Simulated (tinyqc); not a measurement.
From results back to parameters: exchange-split free-electron bands and tunnelling magnetoresistance. Five cases, with inputs chosen for the exercise.

Problem. The electron density n_up + n_dn and the polarisation of the density of states, P = (k_up - k_dn)/(k_up + k_dn), are given; EF and Dx are hidden.

Majority and minority bands E = c k^2/m -/+ Dx/2, c = hbar^2/2m0, so k_up = sqrt(m (EF + Dx/2)/c), k_dn = sqrt(m (EF - Dx/2)/c); n_s = k_s^3/(6 pi^2), D_s = m k_s/(4 pi^2 c).

Constants: hbar^2/2m0 = 3.80998211 eV angstrom^2.

Find: k_up, k_dn; EF; Dx.

Method. k_dn/k_up = (1 - P)/(1 + P); n then fixes k_up; EF is the mean and Dx the difference of the two kinetic energies.

Case 1.

Values chosen: m = 1.24 m0 (mass in the electrodes).
n = 0.0685046 1/angstrom^3
P = 0.095115

Solution.

k_up, k_dn (1/angstrom): 1.3739  1.1353

EF = 4.88 eV
Dx = 1.84 eV

Case 2.

Values chosen: m = 1.21 m0 (mass in the electrodes).
n = 0.0374537 1/angstrom^3
P = 0.212058

Solution.

k_up, k_dn (1/angstrom): 1.2028  0.7819

EF = 3.24 eV
Dx = 2.63 eV

Case 3.

Values chosen: m = 0.96 m0 (mass in the electrodes).
n = 0.0263058 1/angstrom^3
P = 0.359027

Solution.

k_up, k_dn (1/angstrom): 1.1213  0.5289

EF = 3.05 eV
Dx = 3.88 eV

Case 4.

Values chosen: m = 1.17 m0 (mass in the electrodes).
n = 0.0637400 1/angstrom^3
P = 0.566836

Solution.

k_up, k_dn (1/angstrom): 1.5462  0.4275

EF = 4.19 eV
Dx = 7.19 eV

Case 5.

Values chosen: m = 1.13 m0 (mass in the electrodes).
n = 0.0409926 1/angstrom^3
P = 0.476128

Solution.

k_up, k_dn (1/angstrom): 1.3245  0.4701

EF = 3.33 eV
Dx = 5.17 eV

Computed by tinyqc, one run a case: `OMP_NUM_THREADS=1 python tinyqc.py N N+1 out.jsonl` with N = 1652071, 1652101, 1652125, 1652152, 1652174; one thread of a shared Intel(R) Xeon(R) Processor @ 2.30GHz, about 0.01 s a run at most.
